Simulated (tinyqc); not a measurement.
Worked calculation: plane-wave Kohn-Sham cycle with exchange-only LDA in a layered model solid. One step of it, computed by the program tinyqc.

Question. Iteration 1: Hamiltonian at one k. H(m,m') = (k + G_m)^2/2 delta + V(G_m - G_m'), with V(-G) = V(G).

A solid whose potential varies along x alone (atomic units):
```
parameter                      value
period a                   13.200000
cross-section of the cell   9.000000
electrons per cell                 2
grid points                       16
plane waves -n..n, n               3
k points                           3
V1 in V1 cos(2 pi x/a)     -0.450000
```

V(G_m), m = 0, 1, 2, ... (hartree): -0.252384  -0.225000  0.000000  0.000000  0.000000  0.000000  0.000000

k = 0.000000 2 pi / a

Give: H.

Answer.

H (hartree), lower triangle:
```
        -3      -2      -1      +0      +1      +2     +3
-3   0.767
-2  -0.225   0.201
-1   0.000  -0.225  -0.139
+0   0.000   0.000  -0.225  -0.252
+1   0.000   0.000   0.000  -0.225  -0.139
+2   0.000   0.000   0.000   0.000  -0.225   0.201
+3   0.000   0.000   0.000   0.000   0.000  -0.225  0.767
```
